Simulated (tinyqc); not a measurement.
Metal-interlayer-semiconductor contact, depinning against tunnelling resistance: contact resistivity against the interlayer thickness.

Zero bias, n-type semiconductor. Gap states at the semiconductor surface thin out as exp(-be ti), which unpins the barrier; electrons must then cross the interlayer (a rectangular barrier, no voltage drop across it) and the parabolic depleted layer, both by WKB. Energies E are counted from the Fermi level; no image force, parabolic bands.

S = 1/(1 + (1/S0 - 1) exp(-be ti)); phiB = S (phiM - chi) + (1 - S)(Eg - E0); xi = Ec - EF deep inside, from Nd = Nc F(-xi/Vt), F(x) = (2/sqrt(pi)) int_0^infinity sqrt(u) du/(1 + exp(u - x)); band bending U = phiB - xi; E00 = (hbar/2) sqrt(Nd/(eps0 eps_r mt m0)) in volts; A = 4 pi q mA m0 kB^2/h^3. With U = phiB - xi: for xi < E < phiB, y = (E - xi)/U and G1 = (U/E00) [sqrt(1 - y) - y ln((1 + sqrt(1 - y))/sqrt(y))], G1 = 0 above phiB; G2 = 2 ti sqrt(mi max(phiB + dE - E, 0)/C), C = hbar^2/(2 m0); f = 1/(1 + exp(E/Vt)); 1/rho_c = (A T^2/Vt^2) times the integral of exp(-G1 - G2) f over E from xi upwards. Shares under 0.001 % are printed as 0; rows without band bending are left out.

Inputs (values chosen for the exercise); semiconductor values close to those of gallium nitride; interlayer mass of the order of that in lanthanum oxide, offset chosen freely: temperature T = 300 K; band gap Eg = 3.41 eV; relative permittivity eps_r = 9.84; electron affinity chi = 4.1 eV; conduction-band density of states at T Nc = 2.3e18 cm^-3; tunnelling mass in the semiconductor mt = 0.199 m0; Richardson mass mA = 0.202 m0; donor density Nd = 2.2e19 cm^-3; charge-neutrality level above the valence band E0 = 2.3 eV; pinning factor without interlayer S0 = 0.61; metal work function phiM = 4.24 eV; conduction-band offset of the interlayer above the semiconductor dE = 2.09 eV; tunnelling mass in the interlayer mi = 0.29 m0; decay constant of gap states through the interlayer be = 2.4 1/nm.

Constants: q = 1.602176634e-19 C, kB = 1.380649e-23 J/K, eps0 = 8.8541878128e-12 F/m, hbar = 1.054571817e-34 J s, h = 6.62607015e-34 J s, m0 = 9.1093837015e-31 kg, Vt = kB T/q, hbar^2/(2 m0) = 0.0380998212 eV nm^2. Results are converted to the units shown.

The same in every row: E00/Vt = 2.41.

Result of one run:

| ti (nm) | S | phiB (eV) | rho_c (ohm cm^2) | rho_c with G2 = 0 (ohm cm^2) | peak of the integrand (eV) | share above phiB (%) |
|---|---|---|---|---|---|---|
| 0.6 | 0.868 | 0.268 | 1.20e-5 | 7.46e-8 | 3.62e-5 | 0.0278 |

What becomes of these results when the interlayer thickness ti is changed from 0.6 to 0 nm, all else the same?

Result of the changed run:

| ti (nm) | S | phiB (eV) | rho_c (ohm cm^2) | rho_c with G2 = 0 (ohm cm^2) | peak of the integrand (eV) | share above phiB (%) |
|---|---|---|---|---|---|---|
| 0 | 0.610 | 0.518 | 2.23e-6 | 2.23e-6 | 0.00798 | 0 |

The whole series:

| ti (nm) | S | phiB (eV) | rho_c (ohm cm^2) | rho_c with G2 = 0 (ohm cm^2) | peak of the integrand (eV) | share above phiB (%) |
|---|---|---|---|---|---|---|
| 0 | 0.610 | 0.518 | 2.23e-6 | 2.23e-6 | 0.00798 | 0 |
| 0.3 | 0.763 | 0.370 | 3.87e-6 | 2.90e-7 | 0.00372 | 0.00183 |
| 0.6 | 0.868 | 0.268 | 1.20e-5 | 7.46e-8 | 3.62e-5 | 0.0278 |
| 0.9 | 0.931 | 0.207 | 6.38e-5 | 3.44e-8 | -0.00239 | 0.146 |
| 1.2 | 0.965 | 0.174 | 4.90e-4 | 2.29e-8 | -0.00349 | 0.371 |
| 1.5 | 0.983 | 0.157 | 0.00463 | 1.87e-8 | -0.00359 | 0.627 |
| 1.8 | 0.992 | 0.148 | 0.0488 | 1.69e-8 | -0.00307 | 0.851 |
| 2.1 | 0.996 | 0.144 | 0.545 | 1.61e-8 | -0.00220 | 1.04 |
| 2.4 | 0.998 | 0.142 | 6.26 | 1.57e-8 | -0.00116 | 1.20 |

As ti goes from 0 to 2.4, phiB falls from 0.518 to 0.142 eV and rho_c rises from 2.23e-6 to 6.26 ohm cm^2. No thickness listed beats the bare contact: tunnelling through the layer costs more than the change of the barrier gains. The ratio of rho_c to its value with G2 = 0 runs from 1.00 to 3.98e8.

Range of the model: The depletion charge would drop about 0.11 V across such an interlayer (eps_r near 25) at ti = 1.8 nm and Nd = 2.2e19 cm^-3, against a band bending of 0.28 V; this model leaves that drop out.

Computed by the program tinyqc: `OMP_NUM_THREADS=1 python tinyqc.py 2270059 2270060 out.jsonl`, one thread of a shared Intel Xeon 2.30GHz, about 0.02 s for the whole run.
